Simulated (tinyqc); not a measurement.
# Worked calculation: band bending at a free surface with one surface level, surface photovoltage and Kelvin probe

Computed by the program tinyqc: `OMP_NUM_THREADS=1 python tinyqc.py 2430034 2430035 out.jsonl`, one thread of a shared Intel Xeon 2.30GHz, about 0.01 s for the whole run. Printed values are rounded.

n-type bulk, xi = Ec - EF = Vt ln(Nc/Nd), p0 = ni^2/Nd, ni = sqrt(Nc Nv) exp(-Eg/(2 Vt)), Eg in volts. b is the upward band bending, u = b/Vt. Space charge per area, in units of q: Qc = sign(b) sqrt((2 eps0 eps_r Vt/q) [(Nd + dn)(exp(-u) - 1) + Nd u + (p0 + dn)(exp(u) - 1)]), with dn the excess density under light (flat quasi-Fermi levels; 0 in the dark). The level holds -Ns f, f = 1/(1 + exp((xi + b - Es)/Vt)). Neutrality: Qc + Qf + (charge of the states) = 0.

Parameters, values chosen for the exercise; band and dielectric values close to those of silicon: temperature T = 300 K; band gap Eg = 1.11 eV; relative permittivity eps_r = 11.6; conduction-band density of states at T Nc = 2.83e19 cm^-3; valence-band density of states at T Nv = 2.68e19 cm^-3; electron affinity chi = 4.1 eV; donor density Nd = 2.3e15 cm^-3; fixed positive charge at the surface Qf = 0 cm^-2; work function of the probe tip pt = 4.7 eV; density of an acceptor-like surface level Ns = 8.8e10 cm^-2; its depth below the conduction edge Es = 0.55 eV; excess carrier density under light dn = 1.7e14 cm^-3.

Constants: q = 1.602176634e-19 C, kB = 1.380649e-23 J/K, Vt = kB T/q, eps0 = 8.8541878128e-14 F/cm where lengths are in cm. Results are converted to the units shown.

## Bulk quantities

xi, ni, p0, the Debye length sqrt(eps0 eps_r Vt/(q Nd)) and the flat-band work function chi + xi.

xi = 0.2434666 eV
ni = 1.307287e10 cm^-3
p0 = 74304.33 cm^-3
Debye length = 84.88507 nm
chi + xi = 4.343467 eV

## Charges against band bending

b, point 0 to 6 (V): 0.074  0.123  0.172  0.221  0.27  0.319  0.368

Evaluate Qc, the surface charge Qf - Ns f and their sum in the dark; the root lies where the sum changes sign.

```
point   Qc (cm^-2)  surface charge (cm^-2)   sum (cm^-2)
0      3.825400e10            -8.798908e10  -4.973508e10
1      5.358454e10            -8.792741e10  -3.434287e10
2      6.565579e10            -8.751912e10  -2.186332e10
3      7.586033e10            -8.489554e10   -9.035208e9
4      8.485049e10            -7.077544e10   1.407505e10
5      9.297598e10            -3.359188e10   5.938410e10
6      1.004465e11             -7.470692e9   9.297583e10
```

The sum rises steadily with b, so there is one root; bisection gives b = 0.24535 V.

## Work function and Kelvin-probe reading

converged b = 0.2453516 V

Work function chi + xi + b; contact potential difference CPD = (work function of the sample) - pt. Depth of EF below Ec at the surface: xi + b. Depletion width Qc/Nd.

xi + b = 0.4888181 eV
Qc = 8.045367e10 cm^-2
Qc/Nd = 349.7986 nm
work function = 4.588818 eV
CPD = -111.1819 mV

The level is 91.4 % filled: the Fermi level is pinned at it.

## Surface photovoltage

Under chopped light the surface charge keeps its dark value, so b falls to bL with Qc(bL, dn) = Qc(b, 0); the photovoltage is b - bL. Qc rises with b, so bL follows by bisection.

bL = 0.1106635 V
photovoltage = 134.6881 mV
share of b removed = 54.89594 %
excess holes at the surface, dn exp(bL/Vt) = 1.228893e16 cm^-3
